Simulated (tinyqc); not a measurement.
Inside a calculation. Model: electron continuity equation in a given potential, Scharfetter-Gummel discretisation.

Program tinyqc, `OMP_NUM_THREADS=1 python tinyqc.py 2220047 2220048 out.jsonl`; Intel Xeon 2.30GHz, shared host, one thread, about 0.01 s. Printed values are rounded.

Steady state in one dimension: J = q mu n E + q D dn/dx with E = -dpsi/dx and D = mu Vt, dJ/dx = q (n/tau - G), fixed densities nL and nR at the ends. The potential is given, psi = U (x/L)^2, and is not changed by the electrons.

Inputs (values chosen for the exercise); mobility close to that of gallium phosphide at room temperature: temperature T = 273 K; electron mobility mu = 254 cm^2/(V s); length of the region L = 4.9 um; density at x = 0 nL = 3.1e15 cm^-3; density at x = L nR = 7.9e14 cm^-3; lifetime tau = 4.8e-9 s; uniform generation rate G = 0 cm^-3 s^-1; potential difference psi(L) - psi(0) U = -0.45 V.

Constants: q = 1.602176634e-19 C, kB = 1.380649e-23 J/K, Vt = kB T/q. Results are converted to the units shown.

## Potential on the mesh

10 equal intervals, h = L/10; psi = U (x/L)^2.

| node | psi (V) |
|---|---|
| 0 | 0.000000 |
| 1 | -0.004500 |
| 2 | -0.018000 |
| 3 | -0.040500 |
| 4 | -0.072000 |
| 5 | -0.112500 |
| 6 | -0.162000 |
| 7 | -0.220500 |
| 8 | -0.288000 |
| 9 | -0.364500 |
| 10 | -0.450000 |

## Bernoulli factors

d_i = (psi_(i+1) - psi_i)/Vt; B(d) = d/(exp(d) - 1), B(0) = 1. The flux on interval i is J_i = (q D/h) [n_(i+1) B(d_i) - n_i B(-d_i)].

| interval | d_i | B(d_i) | B(-d_i) |
|---|---|---|---|
| 0 | -0.19128 | 1.09869 | 0.907406 |
| 1 | -0.57385 | 1.31422 | 0.740368 |
| 2 | -0.95642 | 1.55330 | 0.596882 |
| 3 | -1.33898 | 1.81462 | 0.475633 |
| 4 | -1.72155 | 2.09635 | 0.374805 |
| 5 | -2.10412 | 2.39636 | 0.292244 |
| 6 | -2.48668 | 2.71231 | 0.225625 |
| 7 | -2.86925 | 3.04185 | 0.172599 |
| 8 | -3.25182 | 3.38274 | 0.130925 |
| 9 | -3.63438 | 3.73293 | 0.0985503 |

The largest |d_i| is 3.63, above 2, where central differences lose the sign pattern that keeps densities positive.

## Tridiagonal system for the inner nodes

Row i (1 to 9): B(-d_(i-1)) n_(i-1) + b_i n_i + B(d_i) n_(i+1) = f_i with b_i = -B(-d_i) - B(d_(i-1)) - h^2/(D tau) and f_i = -G h^2/D; the known end values are moved to the right: f_1 loses B(-d_0) nL and f_9 loses B(d_9) nR. h = L/10, D = mu Vt.

| node | diagonal b | right side f (cm^-3) |
|---|---|---|
| 1 | -1.92277 | -2.81296e15 |
| 2 | -1.99481 | 0 |
| 3 | -2.11264 | 0 |
| 4 | -2.27313 | 0 |
| 5 | -2.47231 | 0 |
| 6 | -2.70570 | 0 |
| 7 | -2.96862 | 0 |
| 8 | -3.25648 | 0 |
| 9 | -3.56500 | -2.94902e15 |

## Densities and current

B(d_i) and B(-d_i) are the Bernoulli factors of the potential steps, b and f the diagonal and right side. Solve B(-d_(i-1)) n_(i-1) + b_i n_i + B(d_i) n_(i+1) = f_i (end values already in f), then J_i = (q D/h) [n_(i+1) B(d_i) - n_i B(-d_i)], h = L/10, D = mu Vt.

| node | n (cm^-3) |
|---|---|
| 0 | 3.1e15 |
| 1 | 3.83650e15 |
| 2 | 3.47260e15 |
| 3 | 2.63101e15 |
| 4 | 1.92088e15 |
| 5 | 1.48592e15 |
| 6 | 1.23258e15 |
| 7 | 1.06947e15 |
| 8 | 9.52298e14 |
| 9 | 8.62186e14 |
| 10 | 7.9e14 |

| interval | J (A/cm^2) |
|---|---|
| 0 | 27.3958 |
| 1 | 33.6706 |
| 2 | 39.3502 |
| 3 | 43.6534 |
| 4 | 46.7951 |
| 5 | 49.2254 |
| 6 | 51.2413 |
| 7 | 52.9905 |
| 8 | 54.5481 |
| 9 | 55.9582 |

Against a mesh 200 times finer the densities are off by at most 0.56 % of their local values.
